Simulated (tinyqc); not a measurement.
Composition from the perpendicular lattice constant.

Question. The layer is x parts of the first compound and 1 - x of the second, grown coherently on the second as substrate and barrier. Rows of the table: lattice constant a, average valence level Ea on an absolute scale, spin-orbit splitting so, gaps at Gamma, X and L, hydrostatic deformation potentials av and ac (Gamma), shear potential b, elastic constants, electron and heavy-hole (along z) masses. All are interpolated linearly in x; gaps get -C x (1 - x), taken wholly in the conduction band; real line-ups can differ from this model by 0.1 eV or more. In-plane strain e = (a_substrate - a)/a, e_z = -2 (c12/c11) e, volume change 2 e + e_z. X-ray diffraction gives a_z = a (1 + e_z) of the coherent layer. Find x, e and the relaxed Gamma gap.

Values chosen for this exercise: bowing of the Gamma gap CG = 0.477 eV; bowing of the X gap CX = 1.4 eV; bowing of the L gap CL = 0.33 eV.

Binary compounds, values chosen for the exercise:

|  | close to InAs | close to GaAs |
|---|---|---|
| a (angstrom) | 6.058 | 5.653 |
| Ea (eV) | -6.67 | -6.92 |
| so (eV) | 0.377 | 0.344 |
| EG (eV) | 0.356 | 1.42 |
| EX (eV) | 1.38 | 1.89 |
| EL (eV) | 1.07 | 1.73 |
| av (eV) | 0.986 | 1.17 |
| ac (eV) | -5.14 | -7.07 |
| b (eV) | -1.78 | -1.72 |
| c11 (GPa) | 84 | 118 |
| c12 (GPa) | 44.6 | 54 |
| me (m0) | 0.0233 | 0.0673 |
| mh (m0) | 0.331 | 0.347 |

lattice constant along the growth direction = 5.81787701 angstrom

Solution. a_z changes steadily with x, about (1 + 2 c12/c11) times as fast as the relaxed lattice constant, so one composition matches.

x = 0.210
e = -1.48 %
relaxed Gamma gap = 1.12 eV

Numbers from tinyqc (`OMP_NUM_THREADS=1 python tinyqc.py 2690039 2690040 out.jsonl`; about 0.01 s on one thread of a shared Intel Xeon 2.30GHz).
